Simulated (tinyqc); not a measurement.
Switching kinetics of a ferroelectric film and the memory window of a ferroelectric gate stack: one step, computed by the program tinyqc.

Fields in MV/cm; 1 microcoulomb/cm^2 over eps_0 is 11.29409 MV/cm. In the stack (metal, ferroelectric, interlayer, channel) the channel is taken as a conductor.

Problem. The hysteresis loop. Saturated branches: P(E) = P_s tanh[(E -/+ E_c)/(2 delta)], delta = E_c/ln[(1 + P_r/P_s)/(1 - P_r/P_s)]; D = P + eps_0 eps_F E.

Inputs (values chosen for the exercise, for a model film):
```
quantity                                 value               unit
saturation polarisation P_s                 17  microcoulomb/cm^2
ratio P_r/P_s                             0.77                  -
coercive field E_c                         1.5              MV/cm
permittivity of the ferroelectric eps_F     40                  -
```

Give: delta; P on both branches (microcoulomb/cm^2) at E/E_c = -3, -2, -1, -0.5, 0, 0.5, 1, 1.5, 2, 3; peak differential permittivity eps_F + P_s/(2 delta eps_0).

Solution.

delta = 0.7351 MV/cm

P on both branches (microcoulomb/cm^2) at E/E_c = -3, -2, -1, -0.5, 0, 0.5, 1, 1.5, 2, 3:
```
E (MV/cm)  rising branch  falling branch
-4.50             -16.99          -16.44
-3.00             -16.93          -13.09
-1.50             -16.44            0.00
-0.75             -15.48            7.99
0.00              -13.09           13.09
0.75               -7.99           15.48
1.50                0.00           16.44
2.25                7.99           16.79
3.00               13.09           16.93
4.50               16.44           16.99
```

peak differential permittivity eps_F + P_s/(2 delta eps_0) = 170.6
